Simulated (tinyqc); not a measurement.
Temperature and isotope dependence of a band gap in oscillator models, step by step. Values are carried at full precision from step to step, so a last printed digit may differ when a step is redone from the rounded ones.

E(T) = E0 - sum_i sl_i th_i n_i(T), n = 1/(exp(th/T) - 1). The same coupling lowers the gap at 0 K by the zero-point term ZP = sum_i sl_i th_i/2, so the gap of the static lattice is E0 + ZP. Thermal expansion is taken as part of the slopes.

Inputs chosen for the exercise (near those of GaN; shifted at random, so the results belong to these values and not to a real crystal): E0 = 3.497 eV (gap at 0 K); th = (237, 819) K (temperatures of two oscillators); sl = (0.2706, 0.3444) meV/K (their high-temperature slopes); T = 500 K (temperature); M = 41.97 u (mean atomic mass); dM = -1.27 u (change of the mean mass (not bounded by the natural isotopes)); T12 = (410, 760) K (temperatures of the fits).

## The gap at T

Give the occupations, the two terms, the gap, ZP and the static gap.

n_i: [1.64906, 0.24126]

terms (meV): [105.758, 68.051]

E(T) = 3.3232 eV
ZP = 173.10 meV
static gap = 3.6701 eV

The thermal fall, 173.8 meV, is larger than the zero-point term, 173.1 meV; the soft oscillator supplies 61 % of the fall but 19 % of ZP. A calculation with clamped ions should be compared with the static gap.

## Slope and asymptote

dE/dT = -sum sl_i (th_i/T)^2 n_i (1 + n_i). At high T, n -> T/th - 1/2, so E -> E0 + ZP - (sum sl_i) T. Give the slope, its ratio to the limit, and the value at 0 K of the tangent drawn at T.

dE/dT = -0.5423 meV/K
ratio to the limiting slope = 0.8818
intercept of the tangent = 3.5943 eV
intercept - E0 = 97.35 meV

The tangent recovers 56 % of ZP: the extrapolation works only from T well above the higher oscillator (819 K).

## Isotope effect

With M -> M + dM the oscillator temperatures scale as M^(-1/2) and the slopes stay. Give th, ZP, E0 (static gap fixed) and E(T) for the new mass, and the linear rule dE0 = ZP dM/(2 M).

th (K): [240.67, 831.68]

ZP = 175.778 meV
shift of E0 = -2.680 meV
linear rule = -2.619 meV
shift of E(T) = -1.180 meV

The lighter crystal has the narrower gap. At 500 K 44 % of the shift at 0 K is left; it fades at high T, where the motion is classical and the mean-square amplitude no longer depends on mass.

## Two common fits

Two-parameter forms are made to pass through the falls at the two temperatures T12: Varshni aV T^2/(T + bV), from the line T^2/fall = (T + bV)/aV; one oscillator s1 t1/(exp(t1/T) - 1), with t1 from the ratio of the falls.

Give the falls and the parameters.

falls (meV): [126.2248, 320.8190]

aV = 0.7468 meV/K
bV = 585 K
t1 = 488.5 K
s1 = 0.5922 meV/K
ZP of the one-oscillator fit = 144.6 meV

The limiting slope of the model is 0.6150 meV/K; Varshni puts it +21 % off and one oscillator -4 %. The ZP of the fit differs from the true one by -28.5 meV.

## Checks

- Slope by finite differences against the formula (meV/K): both 0.54231.
- Fall at 20 times the higher oscillator temperature against the asymptote (meV): 9901.9 against 9900.6.

tinyqc: `OMP_NUM_THREADS=1 python tinyqc.py 1850126 1850127 out.jsonl`; about 0.01 s, one thread, shared Intel(R) Xeon(R) Processor @ 2.30GHz.
